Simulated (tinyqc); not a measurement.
# Worked calculation: p-i-n power rectifier, conductivity modulation at high injection

Computed by the program tinyqc: `OMP_NUM_THREADS=1 python tinyqc.py 2230035 2230036 out.jsonl`, one thread of a shared Intel Xeon 2.30GHz, about 0.01 s for the whole run. Printed values are rounded.

A drift layer from x = -d to d (2 d = W) between ideal p+ and n+ emitters (no recombination in them). High injection, n = p, ambipolar diffusion with one lifetime; both mobilities scale as (T/300 K)^(-bt).

Parameters, values chosen for the exercise; bulk values close to those of silicon: temperature T = 400 K; relative permittivity eps_r = 11.4; critical-field constant Kc = 3860 V/cm per (cm^-3)^(1/8); rated breakdown voltage of the drift layer BV = 400 V; drift mobility at 300 K mud = 1250 cm^2/(V s); temperature exponent of the drift mobility bt = 2.5; hole mobility at 300 K mup = 431 cm^2/(V s); band gap Eg = 1.09 eV; conduction-band density of states at T Nc = 4.31e19 cm^-3; valence-band density of states at T Nv = 4.08e19 cm^-3; forward current density J = 200 A/cm^2; high-level lifetime tau = 2e-7 s.

Constants: q = 1.602176634e-19 C, kB = 1.380649e-23 J/K, Vt = kB T/q, eps0 = 8.8541878128e-14 F/cm where lengths are in cm. Results are converted to the units shown.

## Drift layer

Triangular field at breakdown with Ec = Kc N^(1/8): BV = eps0 eps_r Ec^2/(2 q N), so N = (eps0 eps_r Kc^2/(2 q BV))^(4/3); W = 2 BV/Ec; mu = mud (T/300 K)^(-bt); rho = 1/(q mu N); ideal resistance rho W.

N = 5.74430e14 cm^-3
Ec = 0.270080 MV/cm
W = 29.6209 um
mu = 608.924 cm^2/(V s)
rho = 17.8439 ohm cm
ideal resistance = 52.8552 mohm cm^2

## Carrier profile

Da = 2 mun mup Vt/(mun + mup), La = sqrt(Da tau), B = (mun - mup)/(mun + mup) with mun = mud (T/300 K)^(-bt), mup likewise; n(x) = (tau J/(2 q La)) [cosh(x/La)/sinh(d/La) - B sinh(x/La)/cosh(d/La)]. 10 equal steps.

Da = 10.7631 cm^2/s
La = 14.6718 um
B = 0.487210

| point | x (um) | n (cm^-3) |
|---|---|---|
| 0 | -14.8104 | 1.42874e17 |
| 1 | -11.8484 | 1.20076e17 |
| 2 | -8.8863 | 1.02188e17 |
| 3 | -5.9242 | 8.84800e16 |
| 4 | -2.9621 | 7.83905e16 |
| 5 | 0.0000 | 7.15071e16 |
| 6 | 2.9621 | 6.75482e16 |
| 7 | 5.9242 | 6.63519e16 |
| 8 | 8.8863 | 6.78693e16 |
| 9 | 11.8484 | 7.21624e16 |
| 10 | 14.8104 | 7.94069e16 |

d/La = 1.01. The lowest density on the grid is 116 times the drift doping.

## Forward voltage and stored charge

Ohmic drop: integral of J/(q (mun + mup) n); diffusion (Dember) drop Vt B ln(n(-d)/n(d)); both junctions together Vt ln(n(-d) n(d)/ni^2), ni = sqrt(Nc Nv) exp(-Eg/(2 Vt)), Eg in volts; V_F = the sum; stored charge q times the integral of n. Trapezoid rule; mun and mup scale as (T/300 K)^(-bt).

ohmic drop = 0.0561810 V
diffusion drop = 0.00986430 V
junction drops = 0.678051 V
V_F = 0.744097 V
stored charge = 40.1358 uC/cm^2

A fine grid gives V_F = 0.7442 V and the stored charge J tau = 40.00 uC/cm^2. Without modulation the drift layer alone would drop J rho W = 10.6 V, 160 times the ohmic and diffusion drops together.
